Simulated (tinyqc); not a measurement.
# Changing the preheat temperature T0

Model: millisecond and nanosecond annealing: surface heating, thermal budget and solid-phase regrowth. Computed by tinyqc, a small Python program. Command: `OMP_NUM_THREADS=1 python tinyqc.py 3008216 3008217 out.jsonl flash sweep`. One thread of a shared host (Intel(R) Xeon(R) Processor @ 2.30GHz), about 0.04 s of CPU time with the checks.

A square pulse heats the surface of a thick wafer with constant thermal properties; losses by radiation are neglected and silicon melts at 1414 C.

Inputs (values chosen for the exercise, modelled on hot silicon with phosphorus):

| quantity | value | unit |
|---|---|---|
| incident fluence | 32.3 | J/cm^2 |
| pulse length t_p | 0.0012 | s |
| reflectance R | 0.48 | - |
| thermal conductivity k | 0.23 | W/(cm K) |
| heat capacity per volume c | 2.14 | J/(cm^3 K) |
| dopant prefactor D0 | 5.57 | cm^2/s |
| dopant activation energy E | 3.65 | eV |
| regrowth prefactor v0 | 5.8e+08 | cm/s |
| regrowth energy E_v | 2.72 | eV |

Source: flash lamp.

Constants: k_B = 8.617333262e-05 eV/K.

Method:
- Absorbed flux q = (1 - R) fluence/t_p; kappa = k/c. With f(z, t) = (2 q/k) sqrt(kappa t) ierfc(z/(2 sqrt(kappa t))), ierfc(x) = exp(-x^2)/sqrt(pi) - x erfc(x): T = T0 + f(z, t) during the pulse and T0 + f(z, t) - f(z, t - t_p) after it.
- At the surface the rise at the end of the pulse is 2 q sqrt(t_p/(pi k c)); the fluence that just melts the surface scales with (1414 - T0).
- Temperatures in kelvin are T(C) + 273.15.
- Integrate exp(-E/(k_B T(t))) at the surface from 0 to 10 t_p (Gauss-Legendre, 60 points in sqrt(t) up to t_p and 60 in sqrt(t - t_p) after it). (Dt) = D0 x integral with E; regrowth = v0 x integral with E_v; effective time = integral/exp(-E/(k_B T_peak)).

One run for each value:

| preheat temperature T0 (C) | peak temperature (C) | diffusion length 2 sqrt(Dt) (nm) | effective time over t_p | fluence at the melting threshold (J/cm^2) |
|---|---|---|---|---|
| 320 | 1099.8 | 0.1077 | 0.10842 | 45.313 |
| 360 | 1139.8 | 0.1714 | 0.11478 | 43.656 |
| 400 | 1179.8 | 0.2663 | 0.12134 | 41.999 |
| 440 | 1219.8 | 0.4044 | 0.12810 | 40.342 |
| 480 | 1259.8 | 0.6012 | 0.13507 | 38.686 |
| 520 | 1299.8 | 0.8767 | 0.14225 | 37.029 |
| 560 | 1339.8 | 1.2556 | 0.14966 | 35.372 |
| 600 | 1379.8 | 1.7687 | 0.15729 | 33.715 |

Over the rows, peak temperature (C) rises from 1100 to 1380; diffusion length 2 sqrt(Dt) (nm) rises from 0.108 to 1.77; effective time over t_p rises from 0.108 to 0.157. At fixed fluence the rise is fixed, so the peak follows T0 one to one and the diffusion length follows it exponentially. Left out: 640 (the surface melts).

Caution (all rows): equilibrium diffusivities are used; implant damage enhances diffusion, and k and c vary with temperature. Caution (rows 320, 360): a diffusion length below the atomic spacing of 0.235 nm means about one jump per atom or fewer, so the profile does not change measurably.

Extremes, crossings and ranges named in words are read from the listed rows.
